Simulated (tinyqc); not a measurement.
The 3-omega method: a line heater on a substrate with a thin film. Inputs raised by 10 %, one at a time. Computed by tinyqc, a small Python program. Command: `OMP_NUM_THREADS=1 python tinyqc.py 3006614 3006615 out.jsonl threeomega sens`. One thread of a shared host (Intel(R) Xeon(R) Processor @ 2.30GHz), about 0.01 s of CPU time with the checks.

A current at angular frequency omega = 2 pi f heats the line at 2 omega with the amplitude P per length; the temperature swing Delta T at 2 omega gives a voltage at 3 omega. The substrate is taken as semi-infinite and isotropic, and the heat capacity of heater and film is left out.

Inputs (values chosen for the exercise, modelled on a low-k dielectric on gallium oxide):
```
quantity                                    value           unit
substrate conductivity kappa                 22.6        W/(m K)
substrate heat capacity C                     3.3  1e6 J/(m^3 K)
heater half-width b                           5.9     micrometre
power amplitude per length P                   12            W/m
current frequency f                            47             Hz
film thickness t                              880             nm
film conductivity kappa_f                    0.36        W/(m K)
interface resistance R_i                       38       m^2 K/GW
substrate thickness d_s                       500     micrometre
temperature coefficient of resistance beta    2.6         1e-3/K
voltage amplitude V_1                        0.81              V
```

Method:
- D = kappa/C; q = sqrt(2 i omega/D); penetration depth 1/|q| = sqrt(D/(2 omega)).
- Delta T_s = (P/(pi kappa)) int_0^infinity (sin x/x)^2 / sqrt(x^2 + (q b)^2) dx with (q b)^2 = i |q b|^2, averaged over the heater width (12 Gauss-Legendre points on each of the pieces 0, 14 log-spaced edges from 1e-5 to 1, and multiples of pi to 40 pi; the tail adds 1/(4 (40 pi)^2)).
- For |q| b much below 1: Delta T_s = (P/(pi kappa)) [-ln(|q| b) + eta - i pi/4], eta = 3/2 - C_E = 0.92278, with Euler's C_E = 0.5772157.
- One-dimensional flow across the film: Delta T_f = P (t/kappa_f + R_i)/(2 b); total in-phase swing Delta T = Delta T_s + Delta T_f; third-harmonic amplitude V_3 = V_1 beta |Delta T|/2 with the out-of-phase part included; the apparent film conductivity is t/(t/kappa_f + R_i).

Runs:
```
input moved                                from     to  Delta T_f (K)  V_3 (mV)  penetration depth (micrometre)  out-of-phase Delta T_s (K)
base run                                      -      -         2.5245    3.3424                          107.68                    -0.13241
substrate conductivity kappa (W/(m K))     22.6  24.86         2.5245    3.2877                          112.94                    -0.12040
substrate heat capacity C (1e6 J/(m^3 K))   3.3   3.63         2.5245    3.3339                          102.67                    -0.13238
heater half-width b (micrometre)            5.9   6.49         2.2950    3.0840                          107.68                    -0.13235
power amplitude per length P (W/m)           12   13.2         2.7770    3.6766                          107.68                    -0.14565
current frequency f (Hz)                     47   51.7         2.5245    3.3339                          102.67                    -0.13238
film thickness t (nm)                       880    968         2.7731    3.6040                          107.68                    -0.13241
film conductivity kappa_f (W/(m K))        0.36  0.396         2.2985    3.1047                          107.68                    -0.13241
```

Exponents ln(y'/y) / ln(x'/x):
```
input                         Delta T_f     V_3  penetration depth  out-of-phase Delta T_s
substrate conductivity kappa      0.000  -0.173                0.5                  -0.998
substrate heat capacity C         0.000  -0.027               -0.5                  -0.002
heater half-width b              -1.000  -0.844                0.0                  -0.005
power amplitude per length P      1.000   1.000                0.0                   1.000
current frequency f               0.000  -0.027               -0.5                  -0.002
film thickness t                  0.985   0.790                0.0                   0.000
film conductivity kappa_f        -0.984  -0.774                0.0                   0.000
```

Among the inputs moved here: Delta T_f answers most in size to power amplitude per length P (exponent +1.000), and about equally to heater half-width b (-1.000), film thickness t (+0.985), film conductivity kappa_f (-0.984); its exponent is below 0.0005 for substrate conductivity kappa, substrate heat capacity C, current frequency f. Its exponent -1.000 in heater half-width b: the flux is P/(2b). V_3 answers most in size to power amplitude per length P (exponent +1.000), next to heater half-width b (-0.844). Its exponent +1.000 in power amplitude per length P: at fixed V_1 the swing is linear in P. penetration depth answers most in size to substrate conductivity kappa (exponent +0.500), and about equally to substrate heat capacity C (-0.500), current frequency f (-0.500); its exponent is below 0.0005 for heater half-width b, power amplitude per length P, film thickness t, film conductivity kappa_f. Its exponent -0.500 in current frequency f: a diffusion length. Out-of-phase Delta T_s answers most in size to power amplitude per length P (exponent +1.000), and about equally to substrate conductivity kappa (-0.998); its exponent is below 0.0005 for film thickness t, film conductivity kappa_f. Its exponent -0.998 in substrate conductivity kappa: the narrow-line value -P/(4 kappa). Its exponent -0.002 in current frequency f: the narrow-line value does not depend on f.

Caution (all rows): the penetration depth exceeds a fifth of the substrate thickness, so the back face is felt and the semi-infinite formula fails.
